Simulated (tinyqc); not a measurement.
## On-chip interconnect, size-dependent resistivity and RC delay: two metals against line width

A rectangular line between two neighbours and two ground planes. Surface and grain-boundary scattering are added to the bulk resistivity as corrections; capacitances are parallel-plate values without fringing; inductance is ignored.

Metal width x = wd - 2 tl, height y = AR wd - tl; grain boundaries (Mayadas-Shatzkes): al = (lam/(gr x)) Rg/(1 - Rg), g = 1/[1 - 3 al/2 + 3 al^2 - 3 al^3 ln(1 + 1/al)] - 1; surfaces (Fuchs-Sondheimer, thick limit): s = (3/8) lam (1 - ps)(1/x + 1/y); rho = rho0 (1 + g + s); r = rho/(x y). The second metal has rho2, lam2 and tl2 in place of rho0, lam and tl; ps, Rg, gr and AR are shared.

Values chosen for this exercise; metal values close to those of cobalt:

| symbol | value | unit | meaning |
|---|---|---|---|
| rho0 | 6.2 | uohm cm | bulk resistivity |
| lam | 11.9 | nm | bulk mean free path |
| ps | 0.2 |  | specular share of surface scattering |
| Rg | 0.18 |  | reflection coefficient of grain boundaries |
| gr | 1 |  | grain size over the metal width |
| AR | 1.9 |  | aspect ratio, height over width |
| tl | 0.4 | nm | liner on both walls and the bottom, not conducting |
| sp | 42 | nm | space to the neighbouring lines |
| hd | 39 | nm | dielectric height to the planes above and below |
| ek | 3 |  | relative permittivity of the dielectric |
| Mf | 0 |  | Miller factor of the neighbours |
| rho2 | 7.79 | uohm cm | bulk resistivity of the second metal (close to ruthenium) |
| lam2 | 6.51 | nm | mean free path of the second metal |
| tl2 | 0.2 | nm | liner of the second metal |

Constants: eps0 = 8.8541878128e-12 F/m. Results are converted to the units shown.

Results:
```
wd (nm)  rho, first (uohm cm)  rho, second (uohm cm)  r, first (ohm/um)  r, second (ohm/um)  ratio second/first
5                       19.28                  16.17               5043                3779              0.7493
8                       13.95                  12.91               1309                1133              0.8652
10                      12.30                  11.86              718.8               657.1              0.9142
13                      10.83                  10.90              365.2               353.2              0.9671
17                      9.702                  10.16              187.7               190.7               1.016
22                      8.887                  9.617              101.3               107.0               1.057
30                      8.159                  9.126              49.37               54.28               1.100
45                      7.500                  8.679              19.94               22.81               1.144
70                      7.033                  8.361              7.665               9.046               1.180
120                     6.685                  8.123              2.464               2.981               1.210
```

Estimate the missing row, wd = 6.5 nm.

Computed row:
```
wd (nm)  rho, first (uohm cm)  rho, second (uohm cm)  r, first (ohm/um)  r, second (ohm/um)  ratio second/first
6.5                     15.93                  14.14               2338                1908              0.8163
```

With this row back in the table: The resistivity of the first metal falls from 19.3 to 6.68 uohm cm and that of the second goes from 16.2 to 8.12 uohm cm as the line widens. The products rho0 lam, which set the size effect, are 73.8 and 50.7 uohm cm nm. The two resistances cross at wd = 15.5 nm: below it the second metal gives the lower line resistance. For widths well under the mean free path the thick-limit surface term is only a guide.

Numbers from tinyqc (`OMP_NUM_THREADS=1 python tinyqc.py 2100014 2100015 out.jsonl`; about 0.01 s on one thread of a shared Intel Xeon 2.30GHz).
